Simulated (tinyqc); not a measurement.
The weight eta from points of equal mobility.

Problem. If the mobility depends on E = q (Ndep + eta Ns)/(eps0 eps_r) alone, two points of equal mobility on its falling branch have equal E. Find eta and E.

Inputs (values chosen for the exercise): relative permittivity of the semiconductor eps_r = 11.6.

Constants: q = 1.602176634e-19 C, eps0 = 8.8541878128e-14 F/cm where lengths are in cm. Results are converted to the units shown.

Ndep at two body biases (cm^-2): [5.2625494e12, 8.3668487e12]
Ns at which the mobility is the same (cm^-2): [2.6e13, 2.0030194e13]

Solution. eta is the ratio of the differences of Ndep and Ns.

eta = 0.5200
E = 2.930 MV/cm

tinyqc, about 0.01 s, one thread, Intel Xeon 2.30GHz (shared host): `OMP_NUM_THREADS=1 python tinyqc.py 2510035 2510036 out.jsonl`
